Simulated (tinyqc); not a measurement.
n-type polysilicon, carrier trapping at grain boundaries: two steps of the calculation.

One-dimensional grains of size Lg, uniform ionised doping N, monovalent traps Qt at each boundary at a depth Et below (for electrons) or above (for holes) the band edge there, abrupt depletion of width W on each side of a boundary, Boltzmann statistics. xi is the distance from the band edge at the grain centre to the Fermi level. Trapped charge Qt/(1 + exp((xi + VB - Et)/Vt)) = 2 N W, barrier VB = q N W^2/(2 eps0 eps_r).

Inputs (values chosen for the exercise); values of the order met in polycrystalline silicon:
```
symbol,value,unit,meaning
T,300,K,temperature
eps_r,11.7,,relative permittivity
NB,2.8e19,cm^-3,conduction-band density of states at T
Lg,300,nm,grain size
Qt,1.1e12,cm^-2,trap density of a grain boundary
Et,0.36,eV,depth of the trap level from the majority band edge at the boundary
ms,0.3,m0,mass for thermionic emission
fe,0.12,,correction factor of the emission rate
mug,240,cm^2/(V s),mobility inside the grains
N,7.7e16,cm^-3,doping
```

Constants: q = 1.602176634e-19 C, kB = 1.380649e-23 J/K, m0 = 9.1093837015e-31 kg, Vt = kB T/q, eps0 = 8.8541878128e-14 F/cm where lengths are in cm. Results are converted to the units shown.

Problem 1. New W. Partly depleted grain, xi = Vt ln(NB/N): f = 1/(1 + exp((xi + VB - Et)/Vt)), g = Qt f - 2 N W, g' = -2 Qt f (1 - f) VB/(W Vt) - 2 N, W(new) = W - g/g'.

W after iteration 1 = 63.450470 nm

Wanted: VB; f; g; g'; W after iteration 2.

Solution 1.

VB = 0.23972 V
f = 0.22382
g = -7.3094e11 cm^-2
g' = -7.1254e10 cm^-2/nm
W after iteration 2 = 53.192 nm

Problem 2. Resistivity and effective mobility. n0 = NB exp(-xi/Vt); mean density n0 (1 - 2 W/Lg) by charge balance in a partly depleted grain, and n0 (sqrt(pi)/2) erf(u)/u with u = sqrt(VB/Vt) in a fully depleted one; v = sqrt(kB T/(2 pi ms m0)); barrier resistivity Vt exp(VB/Vt)/(q fe n0 v Lg); grain resistivity (1 - 2 W/Lg)/(q n0 mug); effective mobility 1/(q mean density total resistivity).

W = 54.557258 nm
xi = 0.15242738 V
VB = 0.17723178 V

Give: n0; mean density; v; barrier resistivity; grain resistivity; resistivity; effective mobility.

Solution 2.

n0 = 7.700e16 cm^-3
mean density = 4.899e16 cm^-3
v = 4.911e6 cm/s
barrier resistivity = 112.5 ohm cm
grain resistivity = 0.2149 ohm cm
resistivity = 112.7 ohm cm
effective mobility = 1.130 cm^2/(V s)

The resistivity is 334 times that of a single crystal with the same N and mobility mug, and the mean density is 63.6 % of N.

tinyqc, about 0.01 s, one thread, Intel Xeon 2.30GHz (shared host): `OMP_NUM_THREADS=1 python tinyqc.py 2830097 2830098 out.jsonl`
